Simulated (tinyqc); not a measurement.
Changing the corrugation W: Frenkel-Kontorova chain: a misfit dislocation (kink) in a monolayer on a periodic substrate. Computed by tinyqc, a small Python program. Command: `OMP_NUM_THREADS=1 python tinyqc.py 3017334 3017335 out.jsonl fkchain sweep`. One thread of a shared host (Intel(R) Xeon(R) Processor @ 2.30GHz), about 0.06 s of CPU time with the checks.

E = sum_j [(k/2)(x_(j+1) - x_j - b)^2 + (W/2)(1 - cos(2 pi x_j/a))], x_j = a (j + u_j). A kink takes u from 0 to 1: the chain is stretched by one period and has one atom fewer than wells.

Inputs (values chosen for the exercise, for a model overlayer):
```
quantity              value           unit
spring constant k      2.16  eV/angstrom^2
substrate period a     3.89       angstrom
misfit f = (b - a)/a  0.092              -
atoms on each side n     10              -
atomic mass M           191              u
```

Relaxation: Newton steps.

Constants: nu for 1 eV/(angstrom^2 u) = 15.6333042 THz.

Method:
- l0 = sqrt(k a^2/(2 W)); kink u(j) = (2/pi) arctan exp(pi j/l0); kink energy at f = 0: E0 = (4/pi) W l0; with misfit E0 - k a^2 f; kinks become favourable at f_c = 2/(pi l0), and a coherent chain with free ends loses stability at f_m = 1/l0. Lowest vibration of the flat chain: nu0 = 15.6333042 THz x sqrt(2 pi^2 W/(a^2 M)).
- Discrete chain at f = 0, ends held at u = 0 and 1: E = (k a^2/2) sum (u_(j+1) - u_j)^2 + (W/2) sum (1 - cos 2 pi u_j), gradient g_j = k a^2 (2 u_j - u_(j-1) - u_(j+1)) + pi W sin(2 pi u_j), Hessian 2 k a^2 + 2 pi^2 W cos(2 pi u_j) on the diagonal and -k a^2 beside it.
- Start as above (continuum shape at j + 1/2, j = -n..n-1, l0 = sqrt(k a^2/(2 W))). u(new) = u - H^-1 g; stop when the largest gradient is below 1e-9 eV.
- Repeat by Newton steps with an atom at the centre (j = -n..n, u_0 = 1/2). Barrier = difference of the two energies; the lowest Hessian eigenvalue tells minimum from saddle.

One run for each value; columns: (1) corrugation W (eV); (2) kink width l0; (3) Peierls barrier (meV); (4) energy, centre between atoms (eV); (5) kink energy E0 (eV); (6) critical misfit f_c:
```
(1)    (2)        (3)    (4)    (5)     (6)
1.1  3.854  2.379e+00   5.34   5.40  0.1652
1.4  3.417  9.091e+00   6.01   6.09  0.1863
1.9  2.933  3.952e+01   6.95   7.09  0.2171
2.4  2.609  1.043e+02   7.74   7.97  0.2440
3.2  2.260  2.924e+02   8.76   9.21  0.2817
4.2  1.973  6.677e+02   9.75  10.55  0.3227
5.5  1.724  1.341e+03  10.70  12.07  0.3693
7.1  1.517  2.369e+03  11.55  13.72  0.4196
9.3  1.326  4.008e+03  12.36  15.70  0.4802
```

Describe and explain the trends.

Over the rows, kink width l0 falls from 3.85 to 1.33 (exponent d ln y / d ln x about -0.50 throughout); Peierls barrier (meV) rises from 2.38 to 4010 (exponent d ln y / d ln x 5.6 between the first rows and 1.9 between the last); energy, centre between atoms (eV) rises from 5.34 to 12.4 (exponent d ln y / d ln x 0.49 between the first rows and 0.25 between the last). The exponent of kink energy E0 stays at 0.50: the geometric mean of spring and corrugation. The exponent of critical misfit f_c stays at 0.50: f_c goes as 1/l0. ln(barrier/W) against l0 has the slope -2.51 between the first rows; for wide kinks the law is l0^2 exp(-pi l0), with slope 2/l0 - pi = -2.59. The continuum energy is too high by 1.0 % in the first row and 27 % in the last.

Caution (all rows): a corrugation above 1 eV is larger than real overlayers usually show; it is chosen to keep the kink narrow. Caution (rows 1.90, 2.40, 3.20, 4.20, 5.50, 7.10, 9.30): for l0 below about 3 the kink spans few atoms, and the continuum kink energy is off by about 2 per cent or more.

Extremes, crossings and ranges named in words are read from the listed rows.
